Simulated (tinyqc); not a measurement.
Telling the models apart: thermal, flicker and telegraph noise of a field-effect transistor. Computed by tinyqc, a small Python program. Command: `OMP_NUM_THREADS=1 python tinyqc.py 3008407 3008408 out.jsonl noise walk`. One thread of a shared host (Intel(R) Xeon(R) Processor @ 2.30GHz), about 0.01 s of CPU time with the checks.

Strong inversion, threshold roll-off and channel-length modulation left out; noise sources are uncorrelated and are given as one-sided spectral densities.

Inputs (values chosen for the exercise, modelled on a silicon n-channel):
```
quantity                        value         unit
width W                            17   micrometre
length L                         1700           nm
electrical oxide thickness t      6.8           nm
mobility mu                       240   cm^2/(V s)
saturation velocity v_s             1     1e7 cm/s
oxide trap density N_t        1.1e+17  1/(eV cm^3)
oxide barrier phi                 2.1           eV
oxide mass m_ox                  0.38          m_0
Hooge parameter alpha_H       1.1e-06            -
frequency f                     10000           Hz
temperature T                     300            K
```

Operating region: saturation. Flicker model: Hooge.

Constants: eps_0 = 8.8541878128e-12 F/m; hbar = 1.054571817e-34 J s; m_0 = 9.1093837015e-31 kg; e = 1.602176634e-19 C; k_B = 8.617333262e-05 eV/K.

Method. C_ox = 3.9 eps_0/t; V_c = 2 v_s L/mu; I = W C_ox v_s V_ov^2/(V_ov + V_c); g_m = W C_ox v_s V_ov (V_ov + 2 V_c)/(V_ov + V_c)^2; g_d0 = mu C_ox (W/L) V_ov. Tunnelling length lambda = hbar/(2 sqrt(2 m_ox phi)); flat-band noise S_Vfb = e^2 k_B T lambda N_t/(W L C_ox^2 f). Hooge: S_I = I^2 alpha_H/(f N), N = W L C_ox V_ov/e (the source-end density).

Against the overdrive:
```
V_ov (V)  I (microampere)  (g_m/I)^2 (1/V^2)  S_I/I^2 (1/Hz)  S_I/g_m^2 (V^2/Hz)
0.20                24.04             98.613      6.0044e-16          6.0889e-18
0.25                37.43             62.895      4.8035e-16          7.6374e-18
0.32                61.02             38.204      3.7528e-16          9.8228e-18
0.40                94.82             24.318      3.0022e-16          1.2346e-17
0.50               147.15             15.459      2.4018e-16          1.5536e-17
0.63               231.56              9.654      1.9062e-16          1.9746e-17
0.80               369.15              5.920      1.5011e-16          2.5355e-17
1.00               569.20              3.741      1.2009e-16          3.2104e-17
```

What follows from these numbers?

S_I/I^2 falls as V_ov^-1.00 at first and V_ov^-1.00 at the end; (g_m/I)^2 as V_ov^-2.02 and V_ov^-2.06. S_I/I^2 follows 1/N, so the input-referred noise rises by a factor 5.27, roughly as V_ov.
